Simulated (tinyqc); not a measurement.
# Changing the heat of formation of MSi2

Model: thermodynamics of metal silicides: hull, first phase, silicon consumed, nucleation and stability against SiO2. Computed by tinyqc, a small Python program. Command: `OMP_NUM_THREADS=1 python tinyqc.py 3011057 3011058 out.jsonl silphase sweep`. One thread of a shared host (Intel(R) Xeon(R) Processor @ 2.30GHz), about 0.01 s of CPU time with the checks.

Entropies of formation of the solids are neglected, so heats stand for free energies. Si fractions: M2Si 0.3333, MSi 0.5000, MSi2 0.6667.

Inputs (values chosen for the exercise, of the order of those of nickel silicides for heats and volumes only): heat of formation of MSi = -41 kJ/mol atoms; change of interface energy gamma = 0.37 J/m^2; temperature T = 1025 K.

Phases: M2Si, MSi, MSi2.

volumes of the three phases per mole of M (cm^3/mol): [9.86, 14.9, 23.5]

Constants: e = 1.602176634e-19 C; k_B = 8.617333262e-05 eV/K.

Method. Where free silicon remains, MSi + Si -> MSi2 gains dH = 3 H(MSi2) - 2 H(MSi) per mole of M; per volume dG = |dH|/V(MSi2); r* = 2 gamma/dG, W* = 16 pi gamma^3/(3 dG^2). For comparison the same with MSi forming from the elements, 2 |H(MSi)|/V(MSi).

One run for each value; columns: (1) heat of formation of MSi2 (kJ/mol atoms); (2) dH of the reaction (kJ/mol M); (3) barrier W* (eV); (4) critical radius (nm); (5) W*/(k_B T):
```
(1)      (2)     (3)     (4)    (5)
-32.4  -15.2    12.7   1.144    143
-31.8  -13.4    16.3   1.298    184
-31.2  -11.6    21.7   1.499    246
-30.6   -9.8    30.5   1.774    345
-30.0   -8.0    45.7   2.174    517
-29.4   -6.2    76.1   2.805    862
-28.9   -4.7   132.4   3.700   1499
-28.3   -2.9   347.8   5.997   3938
-27.7   -1.1  2417.7  15.809  27371
```

What does the table show, and why?

Over the rows, dH of the reaction (kJ/mol M) rises from -15.2 to -1.10; barrier W* (eV) rises from 12.7 to 2420; critical radius (nm) rises from 1.14 to 15.8. The driving force vanishes at H(MSi2) = (2/3) H(MSi) = -27.3 kJ/mol, where the barrier diverges as 1/dH^2; small changes by alloying therefore shift the formation temperature much.
